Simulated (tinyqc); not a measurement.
Finite square well with mass mismatch (envelope functions): one step. Levels with energy-dependent masses. Two cases, with inputs chosen for the exercise.

Question. Solve the same condition with the energy-dependent masses, and list the shift from the parabolic levels that exist in both.

A square well of width L and depth V0, mass mw inside and mb outside, energies from the bottom of the well, c = hbar^2/2m0. k = sqrt(mw E/c), kappa = sqrt(mb (V0 - E)/c). psi and psi'/m are continuous at the walls (BenDaniel-Duke), so level n solves k L + 2 atan[(k/mw)/(kappa/mb)] = n pi.

Non-parabolic bands: mw is replaced by mw (1 + alpha_w E) and mb by mb (1 - alpha_b (V0 - E)), in k, kappa and the matching condition alike.

Constants: hbar^2/2m0 = 3.80998211 eV angstrom^2.

Give: a table of n, E (eV), mass inside, mass outside, shift (meV).

Case 1.

Values chosen (near those of the heavy valleys of a Si film in SiO2; shifted at random, so the results belong to these values and not to a real crystal): L = 56 angstrom (well width); V0 = 2.946 eV (barrier height); mw = 0.916 m0 (mass in the well); mb = 0.487 m0 (mass in the barrier); alpha_w = 0.53 1/eV (non-parabolicity in the well); alpha_b = 0.17 1/eV (non-parabolicity in the barrier).

Answer.

Levels:
```
n  E (eV)  mass inside  mass outside  shift (meV)
1  0.0125       0.9220        0.2441          0.1
2  0.0489       0.9397        0.2471         -0.3
3  0.1069       0.9679        0.2519         -3.9
4  0.1831       1.0049        0.2583        -13.7
5  0.2742       1.0491        0.2658        -33.0
6  0.3771       1.0991        0.2743        -64.9
```

Level 1 moves by +0.1 meV and level 6 by -64.9 meV. The lighter mass deep in the barrier hardens the wall for low levels; the heavier mass in the well wins higher up.

Case 2.

Values chosen (near those of a GaAs well in AlGaAs; shifted at random, so the results belong to these values and not to a real crystal): L = 134 angstrom (well width); V0 = 0.162 eV (barrier height); mw = 0.0662 m0 (mass in the well); mb = 0.0836 m0 (mass in the barrier); alpha_w = 0.64 1/eV (non-parabolicity in the well); alpha_b = 0.68 1/eV (non-parabolicity in the barrier).

Answer.

Levels:
```
n  E (eV)  mass inside  mass outside  shift (meV)
1  0.0185       0.0670        0.0754          0.3
2  0.0702       0.0692        0.0784         -1.1
3  0.1422       0.0722        0.0825         -6.4
```

Level 1 moves by +0.3 meV and level 3 by -6.4 meV. The lighter mass deep in the barrier hardens the wall for low levels; the heavier mass in the well wins higher up.

Computed by tinyqc, one run a case: `OMP_NUM_THREADS=1 python tinyqc.py N N+1 out.jsonl` with N = 1251486, 1251577; one thread of a shared Intel(R) Xeon(R) Processor @ 2.30GHz, about 0.01 s a run at most.
